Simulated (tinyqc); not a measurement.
Non-radiative capture by multiphonon emission, one effective mode: one step, computed by the program tinyqc.

The initial state (free carrier plus empty centre) lies dE above the final state; both have the same frequency and are displaced by dQ.

Question. Geometry of the two curves. dQ = sqrt(2 S (hbar^2/u)/hbar omega); relaxation energy lambda = S hbar omega; phonons needed P = dE/hbar omega; classical barrier E_b = (dE - lambda)^2/(4 lambda); occupation n = 1/(exp(hbar omega/k_B T) - 1).

Inputs (values chosen for the exercise, with mass, screening and phonons like those of silicon):

| quantity | value | unit |
|---|---|---|
| energy released dE | 0.702 | eV |
| phonon energy hbar omega | 43.9 | meV |
| Huang-Rhys factor S | 7.28 | - |
| temperature T | 400 | K |

Centre: attractive.

Constants: hbar^2/u = 4.18015928e-03 eV angstrom^2; k_B = 8.617333262e-05 eV/K.

Give: dQ; lambda; P; classical barrier E_b; occupation n.

Answer.

dQ = 1.177 u^(1/2) angstrom

lambda = 0.319592 eV

P = 15.99

classical barrier E_b = 0.1144 eV

occupation n = 0.3885

dE exceeds lambda: the inverted case usual for deep centres, in which the curves cross on the far side of the initial minimum.
